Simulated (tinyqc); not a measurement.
Extended Hueckel theory, for H4, step by step. Computed by tinyqc, a small Python program that keeps every step (integrals from PySCF). Settings: charge = 0, K = 1.75, weighted = 1, multiplicity = 1. Command: `OMP_NUM_THREADS=1 python tinyqc.py 24083 24084 out.jsonl` (the two numbers bound the seeds that draw the settings). One thread of a shared host (Intel(R) Xeon(R) Processor @ 2.60GHz), about 0.01 s of CPU time with the checks.

## Overlaps

Geometry (angstrom):
```
atom         x         y         z
H     0.000000  0.000000  0.000000
H     0.000000  0.000000  0.870000
H     0.000000  0.000000  1.685000
H     0.000000  0.000000  2.555000
```

Parameters chosen for this run:
```
element  shell  Slater exponent   H_ii (eV)
H           1s         1.300000  -13.600000
```

Slater orbitals, each expanded in six Gaussians scaled to its exponent.

overlap S:
```
          1H 1s     2H 1s     3H 1s     4H 1s
1H 1s  1.000000  0.549759  0.172878  0.038370
2H 1s  0.549759  1.000000  0.585869  0.172878
3H 1s  0.172878  0.585869  1.000000  0.549759
4H 1s  0.038370  0.172878  0.549759  1.000000
```

## Wolfsberg-Helmholz matrix

diagonal H_ii (eV): 1H 1s -13.600000, 2H 1s -13.600000, 3H 1s -13.600000, 4H 1s -13.600000

K = 1.750000

H_ij = K' S_ij (H_ii + H_jj)/2 for i != j (the diagonal keeps H_ii), with K' = K + D^2 + D^4 (1 - K), D = (H_ii - H_jj)/(H_ii + H_jj), K = 1.75.

H (eV):
```
            1H 1s       2H 1s       3H 1s       4H 1s
1H 1s  -13.600000  -13.084275   -4.114504   -0.913205
2H 1s  -13.084275  -13.600000  -13.943675   -4.114504
3H 1s   -4.114504  -13.943675  -13.600000  -13.084275
4H 1s   -0.913205   -4.114504  -13.084275  -13.600000
```

## Orbitals

valence electrons = 4

Solve H C = S C e through S^(-1/2); fill by pairs from the bottom, a degenerate level sharing its electrons equally; each orbital has its largest coefficient positive (the first on a tie).

orbital energies (eV): -18.907609  -14.958802  -4.888990  22.131136

occupations: 2.000000  2.000000  0.000000  0.000000

coefficients:
```
            MO1        MO2        MO3        MO4
1H 1s  0.278267   0.586554   0.792277  -0.681299
2H 1s  0.402977   0.298909  -0.547090   1.336921
3H 1s  0.402977  -0.298909  -0.547090  -1.336921
4H 1s  0.278267  -0.586554   0.792277   0.681299
```

sum of one-electron energies = -67.732822 eV

## Mulliken analysis

P = C n C^T; charge = valence electrons (H 1) minus the sum of (P S)_ii on the atom; overlap population = 2 sum P_ij S_ij between two atoms.

charges: 1H -0.116716, 2H 0.116716, 3H 0.116716, 4H -0.116716

Overlap populations:
```
pair      value
2-1    0.632139
3-1   -0.043698
3-2    0.171176
4-1   -0.040920
4-2   -0.043698
4-3    0.632139
```
